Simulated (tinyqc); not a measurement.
Inside a calculation: valley splitting in a one-orbital chain of atomic planes (second-neighbour model). Values are carried at full precision from step to step, so a last printed digit may differ when a step is redone from the rounded ones.

Each (001) plane carries one orbital with energy e0, hopping v to the next plane and u to the second: E(phi) = e0 + 2 v cos(phi) + 2 u cos(2 phi), where phi = pi - k a/4 (the sign of every second orbital is chosen so that v > 0, which shifts the phase by pi). The minimum lies at cos(phi0) = -v/(4u), phi0 = pi - (pi/2) k0 for a valley at k0 (2 pi/a), and e0 puts it at zero. A slab of N planes has hard walls: the matrix simply ends.

Constants: hbar^2/2m0 = 3.80998211 eV angstrom^2.

Parameters, chosen for this exercise (near those of the Delta valleys of silicon; abrupt walls in this chain split the valleys several times more than measured wells; the results hold for these values, not for the real material):
- a = 5.425 angstrom (lattice constant; planes lie a/4 apart)
- k0 = 0.876 2 pi/a (position of the valley)
- ml = 0.954 m0 (longitudinal mass)
- N = 8 (planes in the small slab)

## Hoppings from the valley position and mass

The curvature at the minimum is d2E/dphi2 = 8 u sin^2(phi0) = (2c/ml)/(a/4)^2 with c = hbar^2/2m0; v = -4 u cos(phi0); e0 = 2u + v^2/(4u).

phi0 = 1.76558 rad
u = 0.56392 eV
v = 0.43659 eV
e0 = 1.21234 eV

## The bulk band

E at phi = j pi/10.

Band:

| phi/pi | E (eV) |
|---|---|
| 0.0 | 3.2133 |
| 0.1 | 2.9552 |
| 0.2 | 2.2673 |
| 0.3 | 1.3771 |
| 0.4 | 0.5697 |
| 0.5 | 0.0845 |
| 0.6 | 0.0301 |
| 0.7 | 0.3506 |
| 0.8 | 0.8545 |
| 0.9 | 1.2943 |
| 1.0 | 1.4670 |

## Hamiltonian of the slab

e0 on the diagonal, v and u on the first and second off-diagonals.

H (eV), lower triangle:
```
        1       2       3       4       5       6       7       8
1  1.2123
2  0.4366  1.2123
3  0.5639  0.4366  1.2123
4       0  0.5639  0.4366  1.2123
5       0       0  0.5639  0.4366  1.2123
6       0       0       0  0.5639  0.4366  1.2123
7       0       0       0       0  0.5639  0.4366  1.2123
8       0       0       0       0       0  0.5639  0.4366  1.2123
```

## Levels and the valley doublet

Diagonalise H. The two lowest levels are the doublet made from the valleys at +k0 and -k0; give their splitting, the weights of the lowest state, and its parity under reversal of the planes.

levels (eV): 0.1745  0.2470  0.6535  0.8130  1.2968  1.3635  2.2154  2.9350

splitting = 72.58 meV

weights on the planes: 0.103  0.019  0.233  0.145  0.145  0.233  0.019  0.103

parity of the lowest state: even

The mean of the doublet lies 0.2107 eV above the bulk minimum, and level 3 lies 0.4427 eV above that mean; the weights oscillate from plane to plane because the two valleys interfere.

## Checks

- Mean of the doublet for 400 planes against the effective-mass level with W = 402 a/4 (meV): both 0.1326.

Computed by tinyqc, a small Python program: `OMP_NUM_THREADS=1 python tinyqc.py 1481570 1481571 out.jsonl` (the numbers bound the seed that draws the inputs); one thread of a shared host (Intel(R) Xeon(R) Processor @ 2.30GHz), about 0.02 s for the whole set of steps.
